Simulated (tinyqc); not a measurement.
Capacitance measurement on a leaky thin oxide: effects of series resistance and leakage: one step of the calculation.

The device is a capacitance C in parallel with a leakage conductance G, in series with Rs and Ls. An impedance meter reports either a parallel pair (Cp, Gp) from Y = 1/Z = Gp + i w Cp or a series pair (Cs, Rm) from Z = Rm + 1/(i w Cs); w = 2 pi f, dissipation D = Gp/(w |Cp|).

Problem. True capacitance and conductance. EOT = 3.9 tox/eox; CET = EOT + zc + zp; C = 3.9 eps0 A/CET; G = Jg A/Vs.

Values chosen for this exercise; values of the order met in thin-oxide MOS capacitors: relative permittivity of the gate insulator (close to silicon nitride) eox = 7.65; insulator thickness tox = 5.1 nm; gate area A = 100 um^2; oxide-equivalent thickness added by the accumulation layer zc = 0.54 nm; oxide-equivalent thickness added by gate depletion zp = 0 nm; gate leakage current density, not matched to the thickness Jg = 0.0037 A/cm^2; voltage for an e-fold rise of the leakage Vs = 0.29 V.

Constants: eps0 = 8.8541878128e-14 F/cm where lengths are in cm. Results are converted to the units shown.

Find: EOT; CET; C; G.

Solution.

EOT = 2.600 nm
CET = 3.140 nm
C = 1.100 pF
G = 0.01276 uS

Computed by the program tinyqc: `OMP_NUM_THREADS=1 python tinyqc.py 2022069 2022070 out.jsonl`, one thread of a shared Intel Xeon 2.30GHz, about 0.01 s for the whole run.
